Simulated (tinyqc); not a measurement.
## Scale length and length offset from two DIBL values

Problem. DIBL = exp(-Le/(2 l)) + 2 exp(-Le/l) with Le = L - dL. Find l, dL and the drawn length for a DIBL of 100 mV/V.

DIBL at drawn lengths 42 and 75 nm (mV/V): 126.33272  16.175005

Solution. With e = exp(-Le/(2 l)), 2 e^2 + e = DIBL gives e and so Le/l at each length; Le/l is a straight line in L with slope 1/l.

l = 8.70 nm
dL = 2.70 nm
length for 100 mV/V = 45.5 nm

Computed by the program tinyqc: `OMP_NUM_THREADS=1 python tinyqc.py 2002117 2002118 out.jsonl`, one thread of a shared Intel Xeon 2.30GHz, about 0.01 s for the whole run.
